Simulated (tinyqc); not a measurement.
## Heated strip on a layer stack, thermal resistances with spreading: effect of the boundary resistance between layers 1 and 2

A long strip of width ws dissipates Pw per length on three layers over a heat sink. Heat is taken to spread at 45 degrees, so the width of the flow grows by twice the depth: w1 = ws + 2 t1, w2 = w1 + 2 t2, w3 = w2 + 2 t3 at the bottoms of the layers. This is a rule of thumb, not a solution of the heat equation.

Resistances times length: layer i, ln(w_i/w_(i-1))/(2 k_i) with w0 = ws; boundary, Rb/w1. From the sink upward: Ta = T0 + Pw R3; across layer 2 the Kirchhoff transform gives Tb^(1-p) = Ta^(1-p) + (1 - p)(300 K)^(-p) Pw R2; Tc = Tb + Pw Rboundary; Tj = Tc + Pw R1. The share is that of R1 + Rboundary in the sum of the four resistances.

Values chosen for this exercise; conductivities close to those of gallium arsenide (layer 1), gallium arsenide (layer 2) and solder (layer 3): heat-sink temperature T0 = 293 K; width of the heated strip ws = 7.2 um; power per length of the strip Pw = 2.5 W/mm; thickness of layer 1 t1 = 1.3 um; conductivity of layer 1 k1 = 52.1 W/(m K); thickness of layer 2 t2 = 500 um; conductivity of layer 2 at 300 K k2 = 52.8 W/(m K); exponent in k2(T) = k2 (300 K/T)^p p = 1.1; thickness of layer 3 t3 = 20 um; conductivity of layer 3 k3 = 55.5 W/(m K).

Effect of the boundary resistance between layers 1 and 2:

| Rb (m^2 K/GW) | sum of resistances (K mm/W) | share of layer 1 and boundary (%) | Tj - T0 (K) | (Tj - T0)/Pw (K mm/W) |
|---|---|---|---|---|
| 1 | 47.30 | 6.470 | 140.9 | 56.36 |
| 2.1 | 47.42 | 6.692 | 141.2 | 56.47 |
| 4.5 | 47.66 | 7.171 | 141.8 | 56.71 |
| 9.7 | 48.19 | 8.193 | 143.1 | 57.25 |
| 21 | 49.34 | 10.34 | 146.0 | 58.40 |
| 44 | 51.69 | 14.41 | 151.9 | 60.75 |
| 94 | 56.79 | 22.10 | 164.6 | 65.85 |
| 200 | 67.61 | 34.56 | 191.7 | 76.66 |

As Rb goes from 1 to 200 m^2 K/GW, Tj - T0 rises from 141 to 192 K, on average as Rb^(0.06), and the share of layer 1 and the boundary rises from 6.47 to 34.6 %.

Computed by the program tinyqc: `OMP_NUM_THREADS=1 python tinyqc.py 2520015 2520016 out.jsonl`, one thread of a shared Intel Xeon 2.30GHz, about 0.01 s for the whole run.
